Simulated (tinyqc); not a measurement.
Inside a calculation: charge neutrality level from zone-averaged pseudopotential bands. Values are carried at full precision from step to step, so a last printed digit may differ when a step is redone from the rounded ones.

Empirical pseudopotential on the fcc lattice, atoms at +/- tau, tau = a (1,1,1)/8, no spin-orbit coupling. H(G,G') = c (2 pi/a)^2 |k + G|^2 delta + VS(q) cos(q.tau) + i VA(q) sin(q.tau), q = G - G', c = hbar^2/2m0; k and G in units of 2 pi/a; VS at |q|^2 = 3, 8, 11 and VA at 3, 4, 11, in rydberg, zero elsewhere. At each k the basis holds all G with |k + G|^2 up to 16; energies are counted from the fourth level at Gamma.

Mesh: k = sum_i (n_i + 1/2)/N b_i, n_i = 0 ... N - 1, b = (-1,1,1), (1,-1,1), (1,1,-1); points with the same sorted |kx|, |ky|, |kz| after folding to the shortest k + G are joined, with their count as weight. Neutrality (branch-point) level: E_N = (1/2) mean over k of [E5 + (E3 + E4)/2], E_n the n-th level from below.

Constants: hbar^2/2m0 = 3.80998211 eV angstrom^2; Ry = 13.60569312 eV.

Values chosen for the exercise (classic local form factors of the size used for Ge, without spin-orbit coupling; not measured data):
```
symbol  value                   unit      meaning
a       5.659                   angstrom  lattice constant
VS      (-0.232, 0.011, 0.061)  Ry        symmetric form factors
VA      (0, 0, 0)               Ry        antisymmetric form factors
mesh    3                                 points along each reciprocal vector
```

## Levels on the mesh

Diagonalise at each joined point.

Levels (eV):
```
kx          ky      kz  weight       E3       E4      E5      E6
0.1667  0.1667  0.1667       2  -0.3725  -0.3725  1.9852  4.1186
0.5000  0.1667  0.1667       6  -1.8507  -1.5295  2.3504  4.1581
0.5000  0.5000  0.1667       6  -2.8131  -1.1613  2.5274  4.4158
0.5000  0.5000  0.5000       1  -1.0974  -1.0974  1.0146  4.2464
0.8333  0.1667  0.1667       6  -3.2065  -2.2875  1.5557  3.1454
0.8333  0.5000  0.1667       6  -3.5848  -2.4107  3.7495  3.9111
```

## Gaps

Level 5 at Gamma, at the lowest of (f,0,0) with f = 0.8, 0.85, 0.9, 1, and at (1/2,1/2,1/2).

gaps to Gamma, Delta/X, L (eV): [1.3341, 1.0787, 1.0146]

## The neutrality level

Energies are counted from the valence top at Gamma. E_N = (1/2) weighted mean of [E5 + (E3 + E4)/2]. Compare with half the smallest indirect gap, min(Delta/X, L)/2, and give the barrier for electrons in the limit of full pinning, min(gaps) - E_N.

mean of E5 = 2.4475 eV
mean of (E3 + E4)/2 = -2.1620 eV
E_N = 0.1427 eV
half the indirect gap = 0.5073 eV
pinned barrier for electrons = 0.8718 eV

E_N lies at 14 % of the gap from the valence top, so pinned contacts have the lower barrier for holes. The two estimates differ by 0.36 eV; both rules are good to a few tenths of an eV only, so a position within that distance of a band edge or of mid-gap is not settled. Local form factors place the indirect gaps only to a few tenths of an eV, and E_N moves with them. Spin-orbit coupling, left out, would lift the valence top by a third of its splitting.

## Checks

- Sum of the weights against N^3: both 27.

Computed by tinyqc, a small Python program: `OMP_NUM_THREADS=1 python tinyqc.py 1880656 1880657 out.jsonl` (the numbers bound the seed that draws the inputs); one thread of a shared host (Intel(R) Xeon(R) Processor @ 2.30GHz), about 0.08 s for the whole set of steps.
